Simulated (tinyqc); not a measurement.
Plane-wave Kohn-Sham cycle with exchange-only LDA in a layered model solid, step by step. One step of it, computed by the program tinyqc.

Problem. Iteration 1: levels at that k. Diagonalise the Hermitian matrix.

H (hartree), lower triangle:
```
           -2         -1         +0         +1        +2
-2   0.002381
-1  -0.260000  -0.197786
+0  -0.125000  -0.260000  -0.264509
+1   0.000000  -0.125000  -0.260000  -0.197786
+2   0.000000   0.000000  -0.125000  -0.260000  0.002381
```

Give: eigenvalues.

Solution.

eigenvalues (hartree): -0.786  -0.298  0.050  0.150  0.227
